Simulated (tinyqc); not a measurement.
# Changing the trap depth x from the interface

Model: oxide trap near a transistor channel: two-state multiphonon kinetics, telegraph noise and bias instability. Computed by tinyqc, a small Python program. Command: `OMP_NUM_THREADS=1 python tinyqc.py 3002424 3002425 out.jsonl oxidetrap sweep`. One thread of a shared host (Intel(R) Xeon(R) Processor @ 2.30GHz), about 0.01 s of CPU time with the checks.

An n-channel device under positive gate bias. The trap is empty (state 1) or holds an electron (state 2); both states are parabolas of equal curvature, and the electron reservoir is taken at the Fermi level of the channel.

Inputs (values chosen for the exercise, with an insulator like SiO2 on silicon):
```
quantity                                value   unit
insulator constant eps_ox                3.93      -
insulator thickness t_ox                  1.6     nm
tunnel barrier phi_b                     3.17     eV
tunnelling mass m_ox                     0.44    m_0
trap level above E_F at zero field E_t   0.29     eV
relaxation energy E_R                     2.3     eV
oxide field F                             6.9  MV/cm
attempt rate k_0 at the interface       1e+12    1/s
temperature T                             400      K
channel width W                            87     nm
channel length L                          120     nm
frequency f                             20000     Hz
```

Parts treated: one trap and an ensemble.

Constants: hbar^2/(2 m_0) = 3.80998212 eV angstrom^2; k_B = 8.617333262e-05 eV/K; e = 1.602176634e-19 C; eps_0 = 8.8541878128e-12 F/m.

Method:
- kappa = sqrt(2 m_ox phi_b)/hbar = sqrt(m_ox phi_b/(hbar^2/2m_0)); attenuation length lambda = 1/(2 kappa); factor exp(-x/lambda) for a rectangular barrier.
- E_21 = E_t - e F x is the energy of state 2 over state 1; barriers E_c = (E_R + E_21)^2/(4 E_R), E_e = E_c - E_21; tau_c = exp(E_c/k_B T)/(k_0 P), tau_e = exp(E_e/k_B T)/(k_0 P), P the tunnelling factor; occupation f_2 = tau_e/(tau_c + tau_e); 1/tau_0 = 1/tau_c + 1/tau_e.
- Charge-sheet step dV = e (t_ox - x)/(eps_ox eps_0 W L); Lorentzian spectrum S(f) = 4 dV^2 tau_0^2/((tau_c + tau_e)(1 + (2 pi f tau_0)^2)); corner 1/(2 pi tau_0); variance dV^2 f_2 (1 - f_2) = dV^2 tau_0/(tau_c + tau_e).

One run for each value; columns: (1) trap depth x from the interface (nm); (2) capture time tau_c (s); (3) emission time tau_e (s); (4) threshold step dV (mV); (5) tunnelling factor; (6) occupation f_2:
```
(1)        (2)         (3)      (4)         (5)      (6)
0.30  0.002257  2.0317e-04  0.57334  2.6508e-02  0.08257
0.42  0.002839  2.8230e-03  0.52042  6.2046e-03  0.49855
0.53  0.003639  3.2719e-02  0.47190  1.6391e-03  0.89990
0.65  0.004973  4.9389e-01  0.41898  3.8368e-04  0.99003
0.77  0.007096  7.7845e+00  0.36606  8.9808e-05  0.99909
0.89  0.010571  1.2812e+02  0.31313  2.1021e-05  0.99992
1.00  0.015825  1.7343e+03  0.26462  5.5535e-06  0.99999
1.10  0.023568  1.9119e+04  0.22052  1.6558e-06  1.00000
```

What does the table show?

Over the rows, capture time tau_c (s) rises from 0.00226 to 0.0236 (exponent d ln y / d ln x 0.68 between the first rows and 4.2 between the last); emission time tau_e (s) rises from 2.03e-4 to 19100 (exponent d ln y / d ln x 7.8 between the first rows and 25 between the last); threshold step dV (mV) falls from 0.573 to 0.221 (exponent d ln y / d ln x -0.29 between the first rows and -1.9 between the last).

Caution (all rows): a field 1.5 times as high comes near the usual breakdown field of such an insulator.
